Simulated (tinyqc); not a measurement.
From results back to parameters: two-band massive Dirac model of the K valleys. Four cases, with inputs chosen for the exercise.

Problem. In the valley model H = [[D/2, a t (kx - i ky)], [a t (kx + i ky), -D/2 + lam sz]], sz = +/-1, a t is hbar v. The gaps of the two spins, A and B, are G = D - lam and D + lam, the band-edge mass of A is c (D - lam)/(a t)^2, c = hbar^2/2m0, and its Berry curvature at the edge is 2 (a t)^2/G^2 in size. The values below come from hidden D, lam and t.

Constants: hbar^2/2m0 = 3.80998211 eV angstrom^2.

Case 1.

Values chosen (out of a larger set: near those used for monolayer MoS2; not measured data): a = 3.186 angstrom (lattice constant).

gaps (eV): A 1.5820, B 1.7380

mass of A = 0.528477 m0

Case 2.

Values chosen (out of a larger set: near those used for monolayer MoS2; not measured data): a = 3.201 angstrom (lattice constant).

gaps (eV): A 1.5620, B 1.7180

mass of A = 0.446913 m0

Case 3.

Values chosen (out of a larger set: near those used for monolayer WSe2; not measured data): a = 3.308 angstrom (lattice constant).

gaps (eV): A 1.3710, B 1.8490

mass of A = 0.310446 m0

Case 4.

Values chosen (out of a larger set: near those used for monolayer WS2; not measured data): a = 3.193 angstrom (lattice constant).

gaps (eV): A 1.5840, B 2.0360

mass of A = 0.324798 m0

Find: D, lam, t; |Omega| at the A edge.

Solution. The mean of the gaps is D and half their difference lam; a t = sqrt(c G_A/m). The curvature 2 (a t)^2/G^2 equals 2c/(m G).

Case 1.

D, lam, t (eV): 1.660  0.078  1.060

|Omega| at the A edge = 9.114 angstrom^2

Case 2.

D, lam, t (eV): 1.640  0.078  1.140

|Omega| at the A edge = 10.916 angstrom^2

Case 3.

D, lam, t (eV): 1.610  0.239  1.240

|Omega| at the A edge = 17.903 angstrom^2

Case 4.

D, lam, t (eV): 1.810  0.226  1.350

|Omega| at the A edge = 14.811 angstrom^2

Computed by tinyqc, one run a case: `OMP_NUM_THREADS=1 python tinyqc.py N N+1 out.jsonl` with N = 1481230, 1481353, 1481365, 1481383; one thread of a shared Intel(R) Xeon(R) Processor @ 2.30GHz, about 0.01 s a run at most.
